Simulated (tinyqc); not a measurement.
Doping from the ideality factor.

Problem. For thermionic-field emission over a Schottky barrier the ideality factor is n = u coth(u) with u = E00/Vt and E00 = (hbar/2) sqrt(Nd/(me m0 eps0 eps_r)) in SI units (volts). Find u, E00 and Nd.

Parameters, values chosen for the exercise; band and dielectric values close to those of gallium arsenide:

| symbol | value | unit | meaning |
|---|---|---|---|
| T | 400 | K | temperature |
| me | 0.0671 | m0 | electron mass |
| eps_r | 12.7 |  | relative permittivity |

Constants: q = 1.602176634e-19 C, kB = 1.380649e-23 J/K, eps0 = 8.8541878128e-12 F/m, hbar = 1.054571817e-34 J s, m0 = 9.1093837015e-31 kg, Vt = kB T/q. Results are converted to the units shown.

n = 1.1218248

Solution. u coth(u) rises steadily from 1, so n fixes u; the definition of E00 then gives Nd.

u = 0.612
E00 = 21.1 meV
Nd = 1.10e18 cm^-3

Computed by the program tinyqc: `OMP_NUM_THREADS=1 python tinyqc.py 2640103 2640104 out.jsonl`, one thread of a shared Intel Xeon 2.30GHz, about 0.05 s for the whole run.
